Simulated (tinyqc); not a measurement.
## Threshold switch as oscillator and as selector in a crossbar: array size against supply voltage

Off state: I = Ith sinh(V/V0)/sinh(Vth/V0) up to Vth. On state: V = Vh + I Ron down to the holding current Ih, at Vl = Vh + Ih Ron. Switching is instantaneous.

In an N x N array driven at Vs, the V/2 scheme puts Vs/2 on 2 (N - 1) cells; the V/3 scheme puts Vs/3 on all N^2 - 1 others, N - 1 of them on the selected row. Row leakage is (N - 1) I; wasted power is the number of cells times V I. The largest N keeps the row leakage below a tenth of Iw.

Inputs (values chosen for the exercise); values of the order of Ge-Sb-Te and related chalcogenides:
```
symbol  value  unit                              meaning
Vth         2     V                    threshold voltage
Ith      0.21    uA                 current at threshold
V0       0.26     V  voltage scale of the off-state sinh
Iw         50    uA                        write current
```

Results:

| Vs (V) | I at Vs/2 (nA) | largest N, V/2 | largest N, V/3 |
|---|---|---|---|
| 2.1 | 5.435 | 920.9 | 3551 |
| 2.36 | 8.963 | 558.8 | 2539 |
| 2.87 | 23.90 | 210.2 | 1319 |
| 3.13 | 39.41 | 127.9 | 944.8 |
| 3.39 | 64.98 | 77.95 | 677.1 |
| 3.64 | 105.1 | 48.58 | 491.7 |
| 3.9 | 173.3 | 29.86 | 352.6 |

Estimate the missing row, Vs = 2.61 V.

Computed row:

| Vs (V) | I at Vs/2 (nA) | largest N, V/2 | largest N, V/3 |
|---|---|---|---|
| 2.61 | 14.50 | 345.9 | 1841 |

With this row back in the table: The half-select current grows a decade every 2 V0 ln 10 = 1.20 V, so the largest N falls from 921 to 29.9 in the V/2 scheme and from 3550 to 353 in the V/3 scheme. Vs must stay below 2 Vth = 4.00 V (V/2) or half-selected cells switch.

Range of the model: Delay times, drift of Vth and line resistance are left out.

Program tinyqc, `OMP_NUM_THREADS=1 python tinyqc.py 2490027 2490028 out.jsonl`; Intel Xeon 2.30GHz, shared host, one thread, about 0.01 s.
